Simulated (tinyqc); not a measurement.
# On-chip power grid, static voltage drop by conjugate gradients, step by step

tinyqc, about 0.06 s, one thread, Intel Xeon 2.30GHz (shared host): `OMP_NUM_THREADS=1 python tinyqc.py 2770174 2770175 out.jsonl` Printed values are rounded.

A grid of 3 rows and 4 columns, node k = 4 row + column. Neighbours in a row are joined by Rx, in a column by Ry; pad nodes, which reach the supply through Rp: 0, 11. Each node draws I0, node 1 draws kh I0. The drops u = Vdd - V solve G u = i, with G the conductance matrix (1/Rp added on the diagonal at pad nodes).

Values chosen for this exercise: supply voltage Vdd = 0.65 V; resistance of a horizontal segment Rx = 0.64 ohm; resistance of a vertical segment Ry = 1.9 ohm; resistance from a pad node to the supply Rp = 0.11 ohm; load current of an ordinary node I0 = 2.3 mA; factor on the load at the hot node kh = 3.

## Diagonal of G, loads and first direction

G_kk = sum of the conductances at node k. Start u = 0, so the residual is r = i; z = r/G_kk (Jacobi preconditioner), p = z.

G_kk (S):
```
         col 0    col 1    col 2    col 3
row 0  11.1797  3.65132  3.65132  2.08882
row 1  2.61513  4.17763  4.17763  2.61513
row 2  2.08882  3.65132  3.65132  11.1797
```

r at the start (mA):
```
       col 0  col 1  col 2  col 3
row 0    2.3    6.9    2.3    2.3
row 1    2.3    2.3    2.3    2.3
row 2    2.3    2.3    2.3    2.3
```

p at the start (mV):
```
          col 0     col 1     col 2     col 3
row 0  0.205730   1.88973  0.629910   1.10110
row 1  0.879497  0.550551  0.550551  0.879497
row 2   1.10110  0.629910  0.629910  0.205730
```

## Iteration 1: conjugate-gradient step

u at the start (mV):
```
       col 0  col 1  col 2  col 3
row 0      0      0      0      0
row 1      0      0      0      0
row 2      0      0      0      0
```

q = G p; with z = r/G_kk: a = (r.z)/(p.q); u(new) = u + a p; r(new) = r - a q; b = (r.z)(new)/(r.z); p(new) = z(new) + b p.

q (mA):
```
          col 0     col 1     col 2    col 3
row 0  -1.11560   5.30455  -2.66294  0.85287
row 1   0.75196  -1.26058  -0.59751  0.75196
row 2   0.85287  -0.69447   0.70455  0.85287
```

a = 2.86105

u after iteration 1 (mV):
```
         col 0    col 1    col 2    col 3
row 0  0.58860  5.40662  1.80221  3.15031
row 1  2.51629  1.57516  1.57516  2.51629
row 2  3.15031  1.80221  1.80221  0.58860
```

r after iteration 1 (mA):
```
          col 0     col 1    col 2     col 3
row 0   5.49178  -8.27660  9.91881  -0.14011
row 1   0.14861   5.90658  4.00952   0.14861
row 2  -0.14011   4.28692  0.28425  -0.14011
```

b = 2.19165

p after iteration 1 (mV):
```
         col 0    col 1    col 2    col 3
row 0  0.94211  1.87488  4.09704  2.34615
row 1  1.98438  2.62047  2.16637  1.98438
row 2  2.34615  2.55462  1.45839  0.43835
```

## Iteration 2: conjugate-gradient step

As before.

q (mA):
```
          col 0     col 1     col 2     col 3
row 0   6.55866  -2.40709   7.22404  -2.54536
row 1  -0.63575   2.13051  -1.06868   0.33892
row 2  -0.13532   2.00392  -0.49167   1.57754
```

a = 2.00618

u after iteration 2 (mV):
```
        col 0   col 1    col 2   col 3
row 0  2.4787  9.1680  10.0216  7.8571
row 1  6.4973  6.8323   5.9213  6.4973
row 2  7.8571  6.9272   4.7280  1.4680
```

r after iteration 2 (mA):
```
          col 0     col 1     col 2     col 3
row 0  -7.66606  -3.44754  -4.57389   4.96633
row 1   1.42404   1.63240   6.15347  -0.53131
row 2   0.13135   0.26670   1.27063  -3.30494
```

b = 0.579667

p after iteration 2 (mV):
```
          col 0    col 1    col 2     col 3
row 0  -0.13960  0.14262  1.12225   3.73757
row 1   1.69481  1.90975  2.72873   0.94711
row 2   1.42287  1.55387  1.19337  -0.04152
```

## Course of the conjugate-gradient iteration

Stop when |r| is below 1e-9 mA.

Course of the iteration:
```
iteration  largest u (mV)  |r| (mA)
1                 5.40662      16.3
2                 10.0216      13.1
3                 12.3149      6.56
4                 12.5560      3.10
5                 12.1434      1.50
6                 11.9326     0.728
7                 11.7935     0.427
8                 11.7337     0.110
9                 11.7438    0.0379
10                11.7434    0.0181
11                11.7439   1.57e-3
12                11.7440   < 1e-11
```

Converged in 12 iterations for 12 unknowns; in exact arithmetic the method needs at most 12. The condition number of the scaled matrix is 23.1. Gauss-Seidel sweeps in node order need 134 to reach the same residual.

## Worst drop, pad currents and power lost

converged u (mV):
```
         col 0    col 1    col 2    col 3
row 0   1.9003   8.8803  10.9449  11.7440
row 1   9.6308  10.3633  10.3316   9.7465
row 2  10.8170   9.7445   6.9917   1.6417
```

Pad current u/Rp; worst drop as a share of Vdd; power lost in the grid and pads sum_k i_k u_k; power delivered sum_k i_k (Vdd - u_k).

worst drop = 11.7440 mV
share of Vdd = 1.80678 %
pad currents (mA): node 0 17.2751, node 11 14.9249
power lost = 0.277144 mW
power delivered = 20.6529 mW

The pad currents add up to the total load, 32.20 mA. The worst drop is at node 3, not at the hot node.
